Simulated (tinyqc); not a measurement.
# Quantum point contact as a saddle point: what changes with what

Potential V0 - m wx^2 x^2/2 + m wy^2 y^2/2; energies are counted from V0. Mode n = 0, 1, ... transmits T_n(E) = 1/(1 + exp(-2 pi (E - E_n)/wx)), E_n = wy (n + 1/2); each mode carries 2 q^2/h.

Parameters, values chosen for the exercise:
```
symbol,value,unit,meaning
T,0.1,K,temperature
wy,2.5,meV,transverse quantum hbar wy
wx,1.6,meV,curvature of the barrier hbar wx
mu,4.34,meV,Fermi level above the saddle point
```

Constants: q = 1.602176634e-19 C, kB = 1.380649e-23 J/K, Vt = kB T/q. Results are converted to the units shown.

Each table varies one quantity; the others keep the values above.

## Plateau quality against the barrier curvature

g(T) = int g(E) (-df/dE) dE = int g(mu + x kB T) dx/(4 cosh^2(x/2)), g(E) the zero-temperature value at E, g = G/(2 q^2/h).

Plateau quality against the barrier curvature:

| wx (meV) | slope wy dg/dmu at mu = wy | slope at mu = 1.5 wy | g at mu = wy |
|---|---|---|---|
| 0.38 | 9.032e-8 | 10.17 | 1.000 |
| 0.89 | 0.005221 | 4.399 | 1.000 |
| 1.41 | 0.08444 | 2.782 | 1.000 |
| 1.93 | 0.2692 | 2.038 | 1.000 |
| 2.45 | 0.4807 | 1.623 | 1.000 |
| 2.96 | 0.6543 | 1.379 | 1.000 |
| 3.48 | 0.7797 | 1.226 | 1.001 |
| 4 | 0.8589 | 1.132 | 1.003 |

What does the table show?

The slope on the first plateau rises from 9.03e-8 to 0.859 and the slope on the second riser falls from 10.2 to 1.13; a slope of 1 everywhere means no steps at all. The plateau slope passes 0.5 at wx = 2.96 meV among the rows.

## Differential conductance at finite bias

Same model as above.

With the bias V split evenly and the saddle held fixed, dI/dV = [g(mu + V/2) + g(mu - V/2)]/2, each thermally averaged.

Differential conductance at finite bias:

| V (mV) | g(mu + V/2) | g(mu - V/2) | dI/dV |
|---|---|---|---|
| 0 | 1.911 | 1.911 | 1.911 |
| 0.5 | 1.966 | 1.792 | 1.879 |
| 1 | 1.990 | 1.587 | 1.789 |
| 1.5 | 2.005 | 1.348 | 1.677 |
| 2 | 2.025 | 1.166 | 1.596 |
| 2.5 | 2.069 | 1.069 | 1.569 |
| 3 | 2.166 | 1.025 | 1.596 |
| 3.5 | 2.348 | 1.005 | 1.677 |
| 4 | 2.587 | 0.9903 | 1.789 |
| 4.5 | 2.792 | 0.9658 | 1.879 |
| 5 | 2.911 | 0.9107 | 1.911 |
| 5.5 | 2.966 | 0.7917 | 1.879 |

dI/dV moves up and down between 1.57 and 1.91 in units of 2 q^2/h. Right-movers gain modes (1.91 to 2.97) while left-movers lose them (1.91 to 0.792).

Program tinyqc, `OMP_NUM_THREADS=1 python tinyqc.py 2740004 2740005 out.jsonl`; Intel Xeon 2.30GHz, shared host, one thread, about 0.03 s.
